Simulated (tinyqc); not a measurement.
# Length offset and series resistance from crossing lines

Inverse problem. R_total = Rs + k (L - dL)/Vo with constant Rs, dL and k. Find k, dL and Rs.

R_total at (L, Vo) = (90, 0.36), (270, 0.36), (90, 0.84) and (270, 0.84), L in nm and Vo in V (ohm um): [748.27778, 2298.2778, 394.97619, 1059.2619]

Answer. At each overdrive R is a straight line in L with slope k/Vo; the two lines cross at L = dL, R = Rs.

k = 3.100 ohm um V/nm
dL = 18.20 nm
Rs = 130.0 ohm um

Program tinyqc, `OMP_NUM_THREADS=1 python tinyqc.py 2282147 2282148 out.jsonl`; Intel Xeon 2.30GHz, shared host, one thread, about 0.03 s.
